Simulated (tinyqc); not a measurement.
Film, cylinder and sphere at the same misfit: thermal stress, cracking, delamination and buckling of a thin film; Griffith cracks and misfitting inclusions. Computed by tinyqc, a small Python program. Command: `OMP_NUM_THREADS=1 python tinyqc.py 3005533 3005534 out.jsonl filmcrack walk`. One thread of a shared host (Intel(R) Xeon(R) Processor @ 2.30GHz), about 0.01 s of CPU time with the checks.

Isotropic linear elasticity; the substrate is much thicker than the film; stress is positive in tension.

Inputs (values chosen for the exercise, modelled on an aluminium film on silicon): film Young's modulus E = 69 GPa; film Poisson ratio nu = 0.36; film expansion alpha_f = 24.1 1e-6/K; substrate expansion alpha_s = 3.5 1e-6/K; deposition temperature T_d = 500 K; final temperature T = 300 K; intrinsic stress = 130 MPa; film thickness h = 2.8 micrometre; substrate Young's modulus E_s = 164 GPa; substrate Poisson ratio nu_s = 0.27.

Method. Thermal strain = (alpha_f - alpha_s)(T_d - T); stress = E/(1 - nu) x strain + intrinsic stress; plane-strain modulus Ebar = E/(1 - nu^2); G0 = stress^2 h/(2 Ebar) is the energy freed per area when a long strip loses its stress across its width. Thermal misfit e alone, mean stress = trace/3 and largest difference of principal stresses inside. Film: E e/(1 - nu) in two directions, 0 in the third. Cylinder: s0 = (1 + nu) e/[(1 + nu)(1 - 2 nu)/E + (1 + nu_s)/E_s] twice and s_zz = E e + 2 nu s0. Sphere: e/[(1 - 2 nu)/E + (1 + nu_s)/(2 E_s)] three times.

thermal strain = 0.00412

Stresses inside (MPa):
```
shape         s1      s2      s3    mean  largest difference
film      444.19  444.19    0.00  296.12              444.19
cylinder  422.48  422.48  588.46  477.81              165.99
sphere    519.55  519.55  519.55  519.55                0.00
```

What does the comparison show, and why?

The mean stress in size is 296 MPa in the film, 478 in the cylinder and 520 in the sphere, while the largest difference, twice the largest shear stress, goes from 444 through 166 to 0. In a ductile solid shear can relax by slip and hydrostatic stress cannot, so a confined metal builds up the triaxial stress that opens voids.

Extremes, crossings and ranges named in words are read from the listed rows.
